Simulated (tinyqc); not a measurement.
Worked calculation: valley splitting in a one-orbital chain of atomic planes (second-neighbour model). Values are carried at full precision from step to step, so a last printed digit may differ when a step is redone from the rounded ones.

Each (001) plane carries one orbital with energy e0, hopping v to the next plane and u to the second: E(phi) = e0 + 2 v cos(phi) + 2 u cos(2 phi), where phi = pi - k a/4 (the sign of every second orbital is chosen so that v > 0, which shifts the phase by pi). The minimum lies at cos(phi0) = -v/(4u), phi0 = pi - (pi/2) k0 for a valley at k0 (2 pi/a), and e0 puts it at zero. A slab of N planes has hard walls: the matrix simply ends.

Constants: hbar^2/2m0 = 3.80998211 eV angstrom^2.

Parameters, chosen for this exercise (near those of the Delta valleys of silicon; abrupt walls in this chain split the valleys several times more than measured wells; the results hold for these values, not for the real material):
- a = 5.431 angstrom (lattice constant; planes lie a/4 apart)
- k0 = 0.856 2 pi/a (position of the valley)
- ml = 0.867 m0 (longitudinal mass)
- N = 8 (planes in the small slab)

## Hoppings from the valley position and mass

The curvature at the minimum is d2E/dphi2 = 8 u sin^2(phi0) = (2c/ml)/(a/4)^2 with c = hbar^2/2m0; v = -4 u cos(phi0); e0 = 2u + v^2/(4u).

phi0 = 1.79699 rad
u = 0.62750 eV
v = 0.56292 eV
e0 = 1.38126 eV

## The bulk band

E at phi = j pi/10.

Band:
```
phi/pi  E (eV)
0.0     3.7621
0.1     3.4673
0.2     2.6799
0.3     1.6552
0.4     0.7138
0.5     0.1262
0.6     0.0180
0.7     0.3317
0.8     0.8582
0.9     1.3258
1.0     1.5104
```

## Hamiltonian of the slab

e0 on the diagonal, v and u on the first and second off-diagonals.

H (eV):
$$\begin{pmatrix}
1.3813 & 0.5629 & 0.6275 & 0 & 0 & 0 & 0 & 0 \\
0.5629 & 1.3813 & 0.5629 & 0.6275 & 0 & 0 & 0 & 0 \\
0.6275 & 0.5629 & 1.3813 & 0.5629 & 0.6275 & 0 & 0 & 0 \\
0 & 0.6275 & 0.5629 & 1.3813 & 0.5629 & 0.6275 & 0 & 0 \\
0 & 0 & 0.6275 & 0.5629 & 1.3813 & 0.5629 & 0.6275 & 0 \\
0 & 0 & 0 & 0.6275 & 0.5629 & 1.3813 & 0.5629 & 0.6275 \\
0 & 0 & 0 & 0 & 0.6275 & 0.5629 & 1.3813 & 0.5629 \\
0 & 0 & 0 & 0 & 0 & 0.6275 & 0.5629 & 1.3813
\end{pmatrix}$$

## Levels and the valley doublet

Diagonalise H. The two lowest levels are the doublet made from the valleys at +k0 and -k0; give their splitting, the weights of the lowest state, and its parity under reversal of the planes.

levels (eV): [0.1981, 0.2595, 0.7544, 0.8391, 1.3363, 1.6083, 2.6119, 3.4424]

splitting = 61.40 meV

weights on the planes: [0.100, 0.014, 0.243, 0.143, 0.143, 0.243, 0.014, 0.100]

parity of the lowest state: even

The mean of the doublet lies 0.2288 eV above the bulk minimum, and level 3 lies 0.5255 eV above that mean; the weights oscillate from plane to plane because the two valleys interfere.

## Checks

- Mean of the doublet for 400 planes against the effective-mass level with W = 402 a/4 (meV): both 0.1456.

(tinyqc, `OMP_NUM_THREADS=1 python tinyqc.py 1451073 1451074 out.jsonl`, Intel(R) Xeon(R) Processor @ 2.30GHz, 1 thread, shared host, about 0.02 s.)
